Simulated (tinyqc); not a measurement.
# Changing the ion energy E

Model: implant damage, amorphisation by cascade overlap, and solid-phase epitaxial regrowth. Computed by tinyqc, a small Python program. Command: `OMP_NUM_THREADS=1 python tinyqc.py 3114139 3114140 out.jsonl sper sweep`. One thread of a shared host (Intel(R) Xeon(R) Processor @ 2.30GHz), about 0.01 s of CPU time with the checks.

Range and width of the damage are inputs. Dynamic annealing enters only through the surviving share f.

Inputs (values chosen for the exercise, modelled on arsenic ions in germanium): ion Z1 = 33; ion mass M1 = 74.9 u; target Z2 = 32; target mass M2 = 72.63 u; displacement energy E_d = 13 eV.

Constants: a_0 = 0.529177210903 angstrom; e^2/(4 pi eps_0) = 14.39964548 eV angstrom.

Method. Robinson partition: eps = E a M2/(Z1 Z2 (e^2/(4 pi eps_0)) (M1 + M2)), a = 0.8853 a_0/sqrt(Z1^(2/3) + Z2^(2/3)); k = 0.0793 Z1^(2/3) Z2^(1/2) (M1 + M2)^(3/2)/((Z1^(2/3) + Z2^(2/3))^(3/4) M1^(3/2) M2^(1/2)); damage energy T_d = E/(1 + k (eps + 0.40244 eps^(3/4) + 3.4008 eps^(1/6))); displacements nu = 0.8 T_d/(2 E_d).

One run for each value:
```
ion energy E (keV)    T_d/E  displacements per ion nu  reduced energy eps
1.0                 0.82856                      25.5              0.0034
2.0                 0.81089                      49.9              0.0067
4.2                 0.79000                     102.1              0.0141
8.5                 0.76780                     200.8              0.0286
17.0                0.74304                     388.7              0.0571
35.0                0.71292                     767.8              0.1176
72.0                0.67630                    1498.3              0.2420
150.0               0.62892                    2902.7              0.5041
300.0               0.57065                    5267.5              1.0082
```

Describe and explain the trends.

Over the rows, T_d/E falls from 0.829 to 0.571 (exponent d ln y / d ln x -0.031 between the first rows and -0.14 between the last); displacements per ion nu rises from 25.5 to 5270 (exponent d ln y / d ln x 0.97 between the first rows and 0.86 between the last); reduced energy eps rises from 0.00336 to 1.01 (exponent d ln y / d ln x about 1.00 throughout). Electronic losses take a growing share as eps rises, so nu grows more slowly than E.
